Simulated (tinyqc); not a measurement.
Worked calculation: Hueckel theory of the pi electrons, for the molecule C1=Nc2ccccc21 (SMILES; centres numbered as the heavy atoms are written). One step of it, computed by the program tinyqc.

Question. Orbitals. Diagonalise; E = alpha + x beta with beta < 0, so the largest x are filled first; degenerate levels share their electrons. P = sum n_i c_ri c_si; each orbital has its largest coefficient positive (the first on a tie).

Hueckel matrix in units of beta (H = alpha + beta A):
```
          1C        2N        3C        4C        5C        6C        7C        8C
1C  0.000000  1.000000  0.000000  0.000000  0.000000  0.000000  0.000000  1.000000
2N  1.000000  0.500000  1.000000  0.000000  0.000000  0.000000  0.000000  0.000000
3C  0.000000  1.000000  0.000000  1.000000  0.000000  0.000000  0.000000  1.000000
4C  0.000000  0.000000  1.000000  0.000000  1.000000  0.000000  0.000000  0.000000
5C  0.000000  0.000000  0.000000  1.000000  0.000000  1.000000  0.000000  0.000000
6C  0.000000  0.000000  0.000000  0.000000  1.000000  0.000000  1.000000  0.000000
7C  0.000000  0.000000  0.000000  0.000000  0.000000  1.000000  0.000000  1.000000
8C  1.000000  0.000000  1.000000  0.000000  0.000000  0.000000  1.000000  0.000000
```

pi electrons, sum of z_r less the charge = 8

Give: x values; occupations; coefficients; charge and bond-order matrix P.

Answer.

x values: 2.4351  1.5432  1.1090  0.3980  -0.1690  -1.0835  -1.4296  -2.3032

occupations: 2.0000  2.0000  2.0000  2.0000  0.0000  0.0000  0.0000  0.0000

coefficients:
```
       MO1      MO2      MO3      MO4      MO5      MO6      MO7      MO8
1C  0.3708  -0.2889  -0.1909   0.3131   0.6139   0.1342  -0.3636  -0.3429
2N  0.4421  -0.3888   0.1705   0.5439  -0.3756   0.1473   0.2824   0.2932
3C  0.4848  -0.1167   0.2948  -0.3686  -0.3626  -0.3675  -0.1813  -0.4789
4C  0.2776   0.2657   0.5386  -0.2713   0.1650   0.5435  -0.2606   0.3131
5C  0.1911   0.5268   0.3026   0.2606   0.3347  -0.2214   0.5538  -0.2424
6C  0.1879   0.5472  -0.2031   0.3750  -0.2216  -0.3036  -0.5311   0.2450
7C  0.2664   0.3177  -0.5278  -0.1114  -0.2972   0.5504   0.2055  -0.3220
8C  0.4607  -0.0570  -0.3823  -0.4193   0.2718  -0.2927   0.2374   0.4966
```

charge and bond-order matrix P:
```
         1C       2N       3C       4C       5C       6C       7C       8C
1C   0.7108   0.8280   0.0836  -0.3232  -0.1150   0.1355   0.1457   0.2580
2N   0.8280   1.3431   0.2190  -0.0726   0.1460   0.0792  -0.3127  -0.1348
3C   0.0836   0.2190   0.9427   0.7246   0.0486  -0.3417  -0.0450   0.5437
4C  -0.3232  -0.0726   0.7246   1.0227   0.5707  -0.0271  -0.1914   0.0412
5C  -0.1150   0.1460   0.0486   0.5707   0.9470   0.7209   0.0591  -0.3338
6C   0.1355   0.0792  -0.3417  -0.0271   0.7209   1.0332   0.5785  -0.0485
7C   0.1457  -0.3127  -0.0450  -0.1914   0.0591   0.5785   0.9256   0.7061
8C   0.2580  -0.1348   0.5437   0.0412  -0.3338  -0.0485   0.7061   1.0749
```
